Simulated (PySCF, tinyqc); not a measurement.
A ladder of methods, and size consistency: correlation methods against full CI in the sto-3g basis, for H4, spin multiplicity 1. Computed by the program tinyqc with PySCF. 

Geometry (angstrom):
```
atom       x       y       z
H     0.0000  0.0000  0.0000
H     0.0000  0.0000  1.0910
H     0.0000  0.0000  1.9870
H     0.0000  0.0000  3.0780
```

RHF energy of one = -2.041002 hartree

All electrons correlated; +Q is the Davidson correction (1 - c0^2) E_corr. The last columns treat two copies 100 angstrom apart as one system. FCI is the lowest singlet.

Correlation energies (hartree):
```
method   E_corr of one  share of FCI (%)  E_corr of two at 100 angstrom  two minus twice one (mhartree)
MP2           -0.04880            58.133                       -0.09761                           0.000
CISD          -0.08224            97.956                       -0.15122                          13.254
CISD+Q        -0.09016           107.397                       -0.17356                           6.766
CCSD          -0.08416           100.240                       -0.16831                           0.000
CCSD(T)       -0.08417           100.254                       -0.16834                           0.000
FCI           -0.08395           100.000                              -                               -
```

MP2 recovers 58 %, CISD 98.0 % and CCSD 100.2 % of the FCI value (c0^2 = 0.904 in CISD). MP2 and coupled cluster are size consistent, so their last column vanishes; CISD loses 13.25 mhartree, since a double excitation on each copy is a quadruple of the pair, and the Davidson correction leaves +6.77. The restricted reference is unstable here: a spin-polarised solution lies 0.0118 hartree lower (PySCF), so results built on it describe a poor reference.
